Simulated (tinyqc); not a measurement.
From results back to parameters: quantum-confined Stark effect in a modulator well. Two cases, with inputs chosen for the exercise.

Problem. The shift of E_e + E_h was computed from a hidden field.

Envelopes on cells of 0.5 angstrom over the well |z| < L/2 and 45 angstrom of barrier on each side, psi = 0 beyond, psi'/m continuous (mean mass between points), c = hbar^2/2m0. The electron sees + e F z and the hole - e F z, each with its offset in the barriers; 1 kV/cm = 1e-5 eV/angstrom. Light holes, band mixing and escape by tunnelling are left out.

Constants: hbar^2/2m0 = 3.80998211 eV angstrom^2.

Find: F; local exponent d ln(shift)/d ln F.

Method. The shift grows steadily in size with F, so bisection finds one value; its slope is -e times the separation of the carriers.

Case 1.

Values chosen (near those of an InGaAs well in InAlAs; the results hold for these values, not for the real material):
- L = 114 angstrom (well width)
- Vc = 0.471 eV (conduction offset)
- Vv = 0.187 eV (heavy-hole offset)
- me = 0.0419 m0 (electron, well)
- meb = 0.0721 m0 (electron, barrier)
- mh = 0.354 m0 (heavy hole along z, well)
- mhb = 0.412 m0 (heavy hole, barrier)

shift = -18.320 meV

Solution.

F = 81.0 kV/cm
local exponent d ln(shift)/d ln F = 1.69

Case 2.

Values chosen (near those of an InGaAs well in InAlAs; the results hold for these values, not for the real material):
- L = 102 angstrom (well width)
- Vc = 0.479 eV (conduction offset)
- Vv = 0.207 eV (heavy-hole offset)
- me = 0.0416 m0 (electron, well)
- meb = 0.0755 m0 (electron, barrier)
- mh = 0.378 m0 (heavy hole along z, well)
- mhb = 0.436 m0 (heavy hole, barrier)

shift = -17.801 meV

Solution.

F = 94.0 kV/cm
local exponent d ln(shift)/d ln F = 1.72

Computed by tinyqc, one run a case: `OMP_NUM_THREADS=1 python tinyqc.py N N+1 out.jsonl` with N = 1251602, 1251644; one thread of a shared Intel(R) Xeon(R) Processor @ 2.30GHz, about 0.2 s a run at most.
